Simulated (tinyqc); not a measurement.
What moves the results: round or elliptic silicon nanowire with anisotropic valleys (Ritz method). A value that a table varies takes the place of the one given here.

Wire along x = [110] on a (001) wafer, y = [-110], z = [001]. Valley groups (w = inverse masses): A, two valleys along z: w_y = 1/mt, w_z = 1/ml, m_x = mt; B, four valleys in the wafer plane: w_y = (1/ml + 1/mt)/2, w_z = 1/mt, m_x = (ml + mt)/2.

Hard wall on the ellipse (y/a)^2 + (z/b)^2 = 1, c = hbar^2/2m0. With u = y/a, v = z/b the operator is -c [(w_y/a^2) d2/du2 + (w_z/b^2) d2/dv2] on the unit disc. Basis (1 - u^2 - v^2) u^i v^j; S, X and Y are the disc integrals of f f', (df/du)(df'/du) and (df/dv)(df'/dv), from the integral of u^p v^q = 2 Gamma((p+1)/2) Gamma((q+1)/2)/((p + q + 2) Gamma((p+q+2)/2)) for even p, q; H = c (w_y X/a^2 + w_z Y/b^2).

Converged values use 21 functions of each parity class (e or o in u, then in v).

Constants: hbar^2/2m0 = 3.80998211 eV angstrom^2.

Inputs chosen for the exercise (near those of a Si nanowire; shifted at random, so the results belong to these values and not to a real crystal): ml = 0.927 m0 (longitudinal mass); mt = 0.187 m0 (transverse mass); a = 31 angstrom (semi-axis along y); b = 20 angstrom (semi-axis along z); asp = (0.4, 0.6, 0.8, 1, 1.3, 1.8, 2.5) (ratios a/b); area = 19.5 nm^2 (cross-section, kept fixed); hw = 1.5 (height over mean width).

## Size of the basis

Lowest level of each group with 1, 3, 6 and 21 even functions.

Levels (meV):

| functions | A | B |
|---|---|---|
| 1 | 94.43 | 191.02 |
| 3 | 90.71 | 181.82 |
| 6 | 90.69 | 181.69 |
| 21 | 90.69 | 181.69 |

What can be read from the table?

One function errs by 4.1 % for A and 5.1 % for B, six by 4.3e-05 and 0.00059 meV. The error grows with the axis ratio of the stretched ellipse (1.44, 2.00); for a circle it is 6/5.783 - 1 = 3.7 %.

## Flattening the wire at fixed area

a = sqrt(area x ratio/pi), b = a/ratio, 1 nm^2 = 100 angstrom^2; lowest level of each group.

Levels (eV):

| a/b | a (angstrom) | b (angstrom) | A | B |
|---|---|---|---|---|
| 0.4 | 15.8 | 39.4 | 0.2280 | 0.1784 |
| 0.6 | 19.3 | 32.2 | 0.1620 | 0.1517 |
| 0.8 | 22.3 | 27.9 | 0.1301 | 0.1472 |
| 1.0 | 24.9 | 24.9 | 0.1121 | 0.1517 |
| 1.3 | 28.4 | 21.9 | 0.0971 | 0.1660 |
| 1.8 | 33.4 | 18.6 | 0.0871 | 0.1986 |
| 2.5 | 39.4 | 15.8 | 0.0858 | 0.2506 |

What does this show?

Each group is lowest where its stretched ellipse is a circle, at a/b = sqrt(w_y/w_z): 2.23 for A and 0.78 for B. The lowest group is B in the first row and A in the last, crossing between a/b = 0.6 and 0.8; B - A is -50 meV in the first row and +165 meV in the last.

## Shape of the cross-section

Equal area, hard walls, lowest level of -c (w_y d2/dy2 + w_z d2/dz2), c = hbar^2/2m0. Rectangle W x H with H/W = hw; ellipse with b/a = hw; trapezoid of height H, base W/0.8 and top 0.6 of the base; isosceles triangle of height H and base 2W. Ellipse, trapezoid and triangle by converged Ritz bases; 1 nm^2 = 100 angstrom^2.

Levels:

| shape | A (eV) | B (eV) | B - A (meV) |
|---|---|---|---|
| rectangle | 0.1685 | 0.1617 | -6.9 |
| ellipse | 0.1491 | 0.1487 | -0.4 |
| trapezoid | 0.1580 | 0.1642 | 6.1 |
| triangle | 0.1187 | 0.1925 | 73.7 |

W = 36.1 angstrom
H = 54.1 angstrom

What can be read from the table?

For group A the order is triangle, ellipse, trapezoid, rectangle, spanning 42 %. For group B the order is ellipse, rectangle, trapezoid, triangle, spanning 29 %. The ellipse lies below the rectangle for both groups, since corners hold little of the wave function. The triangle is lowest for A, whose light mass lies across the width and gains from the wide base. The spacing B - A of the valley groups runs from -7 to 74 meV.

## What each parameter does

Lowest level of groups A and B. Each row changes one parameter from the base and keeps the others.

Results:

| case | A (eV) | B (eV) | B - A (meV) |
|---|---|---|---|
| base | 0.0907 | 0.1817 | 91.0 |
| a = 34 angstrom | 0.0805 | 0.1749 | 94.4 |
| b = 18 angstrom | 0.0978 | 0.2148 | 117.0 |
| ml = 1.038 m0 | 0.0874 | 0.1810 | 93.6 |
| mt = 0.168 m0 | 0.0975 | 0.2015 | 104.0 |

What can be read from the table?

The largest shifts from the base row, up to three for each result and ties (the steps differ in size, so this ranks the rows, not the parameters). A (eV): a -0.0102, b +0.0071, mt +0.0068. B (eV): b +0.0331, mt +0.0198, a -0.0068. B - A (meV): b +26.0, mt +13.0, a +3.4.

Computed by tinyqc, a small Python program: `OMP_NUM_THREADS=1 python tinyqc.py 1250708 1250709 out.jsonl` (the numbers bound the seed that draws the inputs); one thread of a shared host (Intel(R) Xeon(R) Processor @ 2.30GHz), about 0.06 s for the whole set of steps.
